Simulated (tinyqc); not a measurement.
Van der Pauw, Hall and four-point-probe measurements on a doped layer: one step of the calculation.

A uniform n-type layer with sheet resistance Rs = 1/(q ns mu), point contacts, low field (mu B small).

Task. Sheet density, mobility and bulk values. Rs = 1/z; Hall sheet density B I/(q |VH|); Hall mobility |VH|/(Rs B I); true values ns = rH times the Hall density, mu = Hall mobility/rH; bulk density ns/t, resistivity Rs t; correction factor F = Rs/[(pi/ln 2)(RA + RB)/2].

Values chosen for this exercise:
- rH = 1 (Hall factor)
- B = 1 T (magnetic field)
- I = 500 uA (current)
- t = 800 nm (thickness of the layer)

Constants: q = 1.602176634e-19 C. Results are converted to the units shown.

converged z = 2.3936519 mS
VH = -1.7337525 mV
RA = 6.1684204 ohm
RB = 411.42491 ohm

Give: Rs; Hall sheet density; Hall mobility; ns; mu; bulk density; resistivity; F.

Result.

Rs = 417.8 ohm/square
Hall sheet density = 1.800e14 cm^-2
Hall mobility = 83.00 cm^2/(V s)
ns = 1.800e14 cm^-2
mu = 83.00 cm^2/(V s)
bulk density = 2.250e18 cm^-3
resistivity = 0.03342 ohm cm
F = 0.4415

Numbers from tinyqc (`OMP_NUM_THREADS=1 python tinyqc.py 2850131 2850132 out.jsonl`; about 0.01 s on one thread of a shared Intel Xeon 2.30GHz).
